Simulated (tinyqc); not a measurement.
Dispersion against the sound-wave line: Born-von Karman spring model of a cubic crystal with one atom per cell. Computed by tinyqc, a small Python program. Command: `OMP_NUM_THREADS=1 python tinyqc.py 3015799 3015800 out.jsonl springs walk`. One thread of a shared host (Intel(R) Xeon(R) Processor @ 2.30GHz), about 0.2 s of CPU time with the checks.

First neighbours lie at a/2 (1,1,1) (8 of them), second at a (1,0,0) (6), with all permutations and signs; the volume per atom is Omega = a^3/2.

Inputs (values chosen for the exercise, for a model crystal): atomic mass M = 57.1 u; radial spring k1L = 4.86 eV/angstrom^2; transverse spring k1T = -0.16 eV/angstrom^2; radial spring k2L = 2.7 eV/angstrom^2; transverse spring k2T = 0.099 eV/angstrom^2.

Lattice: bcc.

Constants: nu for 1 eV/(angstrom^2 u) = 15.6333042 THz.

Method:
- A neighbour at R with unit vector n couples by the matrix K(R) = kL n n^T + kT (1 - n n^T), and D(q) = (1/M) sum_R K(R) [1 - cos(q.R)].
- An eigenvalue lambda of D in eV/(angstrom^2 u) gives nu = 15.6333042 THz x sqrt(lambda).
- The last column divides the top branch by the straight line with its slope at G. End points in 2 pi/a: H = (1, 0, 0), N = (0.5, 0.5, 0).

Frequencies (THz) along two lines:
```
line  fraction of the way    nu 1    nu 2    nu 3  nu 3 / linear
G-H                  0.10   1.643   1.643   2.636        0.98805
G-H                  0.25   4.003   4.003   6.188        0.92764
G-H                  0.40   6.111   6.111   8.810        0.82546
G-H                  0.55   7.847   7.847  10.248        0.69831
G-H                  0.70   9.132   9.132  10.608        0.56796
G-H                  0.85   9.917   9.917  10.369        0.45719
G-H                  1.00  10.180  10.180  10.180        0.38154
G-N                  0.10   1.019   1.162   1.960        0.99589
G-N                  0.25   2.493   2.843   4.796        0.97450
G-N                  0.40   3.829   4.367   7.366        0.93549
G-N                  0.55   4.954   5.650   9.529        0.88016
G-N                  0.70   5.805   6.620  11.166        0.81033
G-N                  0.85   6.335   7.225  12.185        0.72827
G-N                  1.00   6.515   7.430  12.531        0.63662
```

What follows from these numbers?

Along G-H the top branch ends at 38 % of its linear extrapolation. Along G-N the top branch ends at 64 % of its linear extrapolation, which is the 2/pi of a pure sine: planes normal to this line couple to their next planes alone. A Debye model keeps the straight line throughout.
